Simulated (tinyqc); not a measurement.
# Changing the Debye temperature Theta

Model: Bloch-Grueneisen resistivity of a metal. Computed by tinyqc, a small Python program. Command: `OMP_NUM_THREADS=1 python tinyqc.py 3004124 3004125 out.jsonl bg sweep`. One thread of a shared host (Intel(R) Xeon(R) Processor @ 2.30GHz), about 0.01 s of CPU time with the checks.

Electrons scatter from a Debye spectrum of phonons (n = 5 for scattering within one band, n = 3 for scattering into a second, heavy band) and from static defects.

Inputs (values chosen for the exercise, modelled on gold):
```
quantity                      value         unit
exponent n                        5            -
transport coupling lambda_tr   0.14            -
Drude plasma energy hbar w_p    8.5           eV
residual resistivity rho_0      2.5  microohm cm
temperature T                   295            K
```

Addition: none.

Constants: k_B = 1.380649e-23 J/K; hbar = 1.054571817e-34 J s; eps_0 = 8.8541878128e-12 F/m; hbar = 6.582119569e-16 eV s; k_B = 8.617333262e-05 eV/K.

Method:
- rho_ph = (n - 1) rho_1 (T/Theta)^n J_n(Theta/T), with rho_1 = 2 pi lambda_tr k_B Theta/(hbar eps_0 w_p^2), the high-temperature line at T = Theta.
- J_n(y) = int_0^y x^n e^x/(e^x - 1)^2 dx, by 96 Gauss-Legendre points (upper limit at most 60).
- Matthiessen's rule: rho = rho_0 + rho_ph.
- Temperature coefficient (1/rho) d rho/dT by a central difference of +/- 0.5 K; residual ratio rho(295 K)/rho(4.2 K); scattering time tau = 1/(eps_0 w_p^2 rho); Wiedemann-Franz kappa = L_0 T/rho, L_0 = (pi^2/3)(k_B/e)^2.

One run for each value; columns: (1) Debye temperature Theta (K); (2) phonon resistivity rho_ph (microohm cm); (3) temperature coefficient (1e-3/K); (4) residual resistance ratio:
```
(1)     (2)     (3)     (4)
80   2.2914  1.6344  1.9165
110  2.2831  1.6430  1.9132
160  2.2636  1.6632  1.9054
230  2.2249  1.7028  1.8899
320  2.1568  1.7707  1.8627
450  2.0275  1.8936  1.8110
640  1.7914  2.0934  1.7166
900  1.4301  2.3153  1.5720
```

Describe and explain the trends.

Over the rows, phonon resistivity rho_ph (microohm cm) falls from 2.29 to 1.43 (exponent d ln y / d ln x -0.011 between the first rows and -0.66 between the last); temperature coefficient (1e-3/K) rises from 1.63 to 2.32 (exponent d ln y / d ln x 0.017 between the first rows and 0.30 between the last); residual resistance ratio falls from 1.92 to 1.57 (exponent d ln y / d ln x -0.0053 between the first rows and -0.26 between the last). At the low end the exponent of phonon resistivity rho_ph is -0.01, close to 0: at high T and fixed lambda_tr Theta drops out.

Caution (rows 640, 900): below about Theta/2 small-angle phonon scattering degrades heat flow more than charge flow, so a thermal conductivity taken from rho by the Wiedemann-Franz law would be too high.
